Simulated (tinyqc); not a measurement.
Admittance spectroscopy and thermally stimulated current of one trap level in a depletion layer: one step, computed by the program tinyqc.

A Schottky junction on n-type material holds one donor-like electron trap; shallow donors are fully ionised and abrupt depletion edges are assumed.

Problem. Temperature of the peak. N_c = 2 (2 pi m k_B T/h^2)^(3/2), v_th = sqrt(3 k_B T/m), emission rate e_n = sigma v_th N_c exp(-E_t/(k_B T)). Where the level crosses the Fermi level capture equals emission, so the trap follows the signal with the rate 2 e_n; G/omega peaks at omega = 2 e_n (the correction for large N_t/N is left out). Solve 2 e_n(T_p) = 2 pi f.

Inputs (values chosen for the exercise, modelled on n-type GaN): density-of-states mass m = 0.207 m_0; shallow doping N = 2e+15 1/cm^3; trap depth E_t below the band = 0.391 eV; capture cross section sigma = 4.8e-17 cm^2; test frequency f = 60000 Hz.

Constants: k_B = 1.380649e-23 J/K; m_0 = 9.1093837015e-31 kg; h = 6.62607015e-34 J s; k_B = 8.617333262e-05 eV/K.

Give: peak temperature T_p; N_c at T_p; e_n at T_p; E_c - E_F = k_B T_p ln(N_c/N).

Solution.

peak temperature T_p = 436.5 K

N_c at T_p = 4.148e+18 1/cm^3

e_n at T_p = 1.885e+05 1/s

E_c - E_F = k_B T_p ln(N_c/N) = 0.2873 eV
